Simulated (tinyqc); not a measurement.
Inside a calculation. Method: plane-wave Kohn-Sham cycle with exchange-only LDA in a layered model solid. Computed by tinyqc, a small Python program that keeps every step. Settings: points = 16, plane-wave index or count = 2, electrons = 2, k points = 1, area = 18.0, mixing = 0.1, iteration cap = 67. Command: `OMP_NUM_THREADS=1 python tinyqc.py 20696 20697 out.jsonl` (the two numbers bound the seeds that draw the settings). One thread of a shared host (Intel(R) Xeon(R) Processor @ 2.60GHz), about 0.02 s of CPU time with the checks. Later iterations appear only in the table of the cycle.

## Iteration 1: potential

A solid whose potential varies along x alone (atomic units):
```
parameter                      value
period a                    8.200000
cross-section of the cell  18.000000
electrons per cell                 2
grid points                       16
plane waves -n..n, n               2
k points                           1
V1 in V1 cos(2 pi x/a)     -0.400000
V2 in V2 cos(4 pi x/a)     -0.230000
```

density at the start, on the grid x_j = j a/N (e/bohr^3): 0.013550  0.013550  0.013550  0.013550  0.013550  0.013550  0.013550  0.013550  0.013550  0.013550  0.013550  0.013550  0.013550  0.013550  0.013550  0.013550

V_H(G) = 4 pi rho(G)/G^2 for G != 0 (uniform background); v_x = -(3 rho/pi)^(1/3); V = V_ext + V_H + v_x; Fourier components f(G_m) = (1/N) sum_j f(x_j) exp(-i G_m x_j).

Potentials on the grid (hartree):
```
x         V_ext     V_H      v_x        V
0.0000  -0.6300  0.0000  -0.2348  -0.8648
0.5125  -0.5322  0.0000  -0.2348  -0.7670
1.0250  -0.2828  0.0000  -0.2348  -0.5176
1.5375   0.0096  0.0000  -0.2348  -0.2252
2.0500   0.2300  0.0000  -0.2348  -0.0048
2.5625   0.3157  0.0000  -0.2348   0.0809
3.0750   0.2828  0.0000  -0.2348   0.0481
3.5875   0.2069  0.0000  -0.2348  -0.0279
4.1000   0.1700  0.0000  -0.2348  -0.0648
4.6125   0.2069  0.0000  -0.2348  -0.0279
5.1250   0.2828  0.0000  -0.2348   0.0481
5.6375   0.3157  0.0000  -0.2348   0.0809
6.1500   0.2300  0.0000  -0.2348  -0.0048
6.6625   0.0096  0.0000  -0.2348  -0.2252
7.1750  -0.2828  0.0000  -0.2348  -0.5176
7.6875  -0.5322  0.0000  -0.2348  -0.7670
```

V(G_m), m = 0, 1, 2, ... (hartree): -0.2348  -0.2000  -0.1150  0.0000  0.0000

## Iteration 1: Hamiltonian at one k

k = 0.0000 2 pi / a

H(m,m') = (k + G_m)^2/2 delta + V(G_m - G_m'), with V(-G) = V(G).

H (hartree), lower triangle:
```
         -2       -1       +0       +1      +2
-2   0.9395
-1  -0.2000   0.0588
+0  -0.1150  -0.2000  -0.2348
+1   0.0000  -0.1150  -0.2000   0.0588
+2   0.0000   0.0000  -0.1150  -0.2000  0.9395
```

## Iteration 1: levels at that k

Diagonalise the Hermitian matrix.

eigenvalues (hartree): -0.4859  0.1247  0.1464  0.9881  0.9886

## Iteration 1: new density

Motion across x is left out: the lowest 1 band(s) hold two electrons at each of the k points (j + 1/2)/nk - 1/2. Residual R = rho(out) - rho(in); rho(new) = rho(in) + 0.1 R. rho(out) = 2/(a A nk) sum |psi|^2 with psi = sum c exp(i G x). Harris energy E = band energy - dV sum rho (V_H/2 + v_x) + (3/4) dV sum rho v_x with rho(in), dV = a A/N, band energy = (2/nk) sum of the filled levels.

rho(out) (e/bohr^3): 0.047489  0.040844  0.025813  0.011807  0.003936  0.001123  0.000475  0.000427  0.000464  0.000427  0.000475  0.001123  0.003936  0.011807  0.025813  0.040844

density after iteration 1 (e/bohr^3): 0.016944  0.016279  0.014776  0.013376  0.012589  0.012307  0.012243  0.012238  0.012242  0.012238  0.012243  0.012307  0.012589  0.013376  0.014776  0.016279

energy per cell = -0.854475 hartree

## Iteration 2: potential

As before.

Potentials on the grid (hartree):
```
x         V_ext      V_H      v_x        V
0.0000  -0.6300   0.0504  -0.2529  -0.8325
0.5125  -0.5322   0.0450  -0.2496  -0.7368
1.0250  -0.2828   0.0308  -0.2416  -0.4937
1.5375   0.0096   0.0126  -0.2338  -0.2116
2.0500   0.2300  -0.0053  -0.2291  -0.0044
2.5625   0.3157  -0.0201  -0.2274   0.0682
3.0750   0.2828  -0.0309  -0.2270   0.0249
3.5875   0.2069  -0.0374  -0.2269  -0.0574
4.1000   0.1700  -0.0396  -0.2270  -0.0965
4.6125   0.2069  -0.0374  -0.2269  -0.0574
5.1250   0.2828  -0.0309  -0.2270   0.0249
5.6375   0.3157  -0.0201  -0.2274   0.0682
6.1500   0.2300  -0.0053  -0.2291  -0.0044
6.6625   0.0096   0.0126  -0.2338  -0.2116
7.1750  -0.2828   0.0308  -0.2416  -0.4937
7.6875  -0.5322   0.0450  -0.2496  -0.7368
```

V(G_m), m = 0, 1, 2, ... (hartree): -0.2344  -0.1837  -0.1150  -0.0003  0.0000

## Iteration 2: Hamiltonian at one k

k = 0.0000 2 pi / a

As before.

H (hartree), lower triangle:
```
         -2       -1       +0       +1      +2
-2   0.9398
-1  -0.1837   0.0592
+0  -0.1150  -0.1837  -0.2344
+1  -0.0003  -0.1150  -0.1837   0.0592
+2   0.0000  -0.0003  -0.1150  -0.1837  0.9398
```

## Iteration 2: levels at that k

As before.

eigenvalues (hartree): -0.4609  0.1262  0.1326  0.9815  0.9842

## Iteration 2: new density

As before.

rho(out) (e/bohr^3): 0.046869  0.040404  0.025743  0.011992  0.004158  0.001278  0.000584  0.000526  0.000564  0.000526  0.000584  0.001278  0.004158  0.011992  0.025743  0.040404

density after iteration 2 (e/bohr^3): 0.019937  0.018692  0.015873  0.013237  0.011746  0.011204  0.011077  0.011067  0.011074  0.011067  0.011077  0.011204  0.011746  0.013237  0.015873  0.018692

energy per cell = -0.807537 hartree

## Convergence

Stop when sqrt(dV sum R^2) is below 1e-8, dV = a A/N.

Course of the cycle:
```
iteration  E (hartree)  norm of the residual
1            -0.854475              1.99e-01
2            -0.807537              1.76e-01
3            -0.769795              1.56e-01
4            -0.739957              1.37e-01
5            -0.716682              1.20e-01
6            -0.698742              1.05e-01
7            -0.685069              9.09e-02
8            -0.674762              7.86e-02
9            -0.667074              6.77e-02
10           -0.661395              5.81e-02
11           -0.657241              4.96e-02
...                ...                   ...
57           -0.646800              3.31e-05
58           -0.646800              2.95e-05
59           -0.646800              2.64e-05
60           -0.646800              2.36e-05
61           -0.646800              2.12e-05
62           -0.646800              1.90e-05
63           -0.646800              1.70e-05
64           -0.646800              1.53e-05
65           -0.646800              1.37e-05
66           -0.646800              1.23e-05
67           -0.646800              1.11e-05
```

Not converged within 67 iterations: the residual falls steadily but slowly, by a factor of about 0.90 a step. Reruns (cap 100 unless said): mixing 0.5, Kerker q0 1.0: converged in 54 (E = -0.64680); mixing 0.3, Pulay depth 5: converged in 11 (E = -0.64680); the original settings with a cap of 400: converged in 134 (E = -0.64680).
